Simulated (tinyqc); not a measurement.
Floating body of a partially depleted SOI transistor: body voltage and kink: one step of the calculation.

Source at 0 V. Channel current Ic = 2 nf K Vt^2 [F(0) - F(Vd)](1 + la Vd), F(V) = ln^2(1 + exp((Vg - VT - nf V)/(2 nf Vt))), VT = VT0 - gb Vb. Saturation voltage Vs = 2 Vt sqrt(F(0)) + 3 Vt, excess Ve = (Vd - Vs + sqrt((Vd - Vs)^2 + 0.0004 V^2))/2, multiplication M1 = Ai Ve exp(-Bl/Ve). Each junction passes D(v) = J1 (exp(v/Vt) - 1) + J2 (exp(v/(2 Vt)) - 1). Bipolar current Ib = bb J1 (exp(Vb/Vt) - 1). The body settles where M1 (Ic + Ib) = D(Vb) + D(Vb - Vd) + Vb/Rb; drain current Id = (1 + M1)(Ic + Ib) - D(Vb - Vd).

Task. New Vb. Current into the body I_in = M1 (Ic + Ib) - D(Vb - Vd), current out I_out = D(Vb) + Vb/Rb; f = ln(I_in/I_out), s = df/dVb by central differences over 1e-5 V, Vb(new) = Vb - f/s.

Parameters, values chosen for the exercise; values of the order met in partially depleted silicon-on-insulator transistors:

| symbol | value | unit | meaning |
|---|---|---|---|
| T | 300 | K | temperature |
| VT0 | 0.45 | V | threshold at zero body voltage |
| gb | 0.17 |  | fall of the threshold per volt of body voltage |
| nf | 1.31 |  | slope factor |
| K | 380 | uA/(V^2 um) | gain factor per width |
| la | 0.08 | 1/V | channel-length modulation factor |
| Ai | 1.47 | 1/V | impact-ionisation prefactor |
| Bl | 5.8 | V | impact-ionisation voltage |
| J1 | 1.6e-12 | uA/um | diffusion saturation current of each junction |
| J2 | 5.3e-9 | uA/um | recombination saturation current of each junction |
| bb | 0.5 |  | gain of the lateral bipolar transistor on the diffusion current |
| Rb | 1e9 | kohm um | resistance of a weak body tie to the source (1e9 stands for no tie, and the term is then dropped) |
| Vg | 0.37 | V | gate voltage |
| Vd | 2.4 | V | drain voltage |

Constants: q = 1.602176634e-19 C, kB = 1.380649e-23 J/K, Vt = kB T/q. Results are converted to the units shown.

Vb after iteration 1 = 0.66085627 V

Give: Ic; Ve; M1; I_in; I_out; f; s; Vb after iteration 2.

Result.

Ic = 0.73120 uA/um
Ve = 2.2728 V
M1 = 0.26039
I_in = 0.21674 uA/um
I_out = 0.20419 uA/um
f = 0.059617
s = -31.093 1/V
Vb after iteration 2 = 0.66277 V

Range of the model: The multiplication law is an empirical form chosen for the exercise; self-heating and capacitive coupling to the body are left out, and the linear laws are rough once Vb passes about 0.7 V or M1 about 0.1.

Program tinyqc, `OMP_NUM_THREADS=1 python tinyqc.py 2182091 2182092 out.jsonl`; Intel Xeon 2.30GHz, shared host, one thread, about 0.2 s.
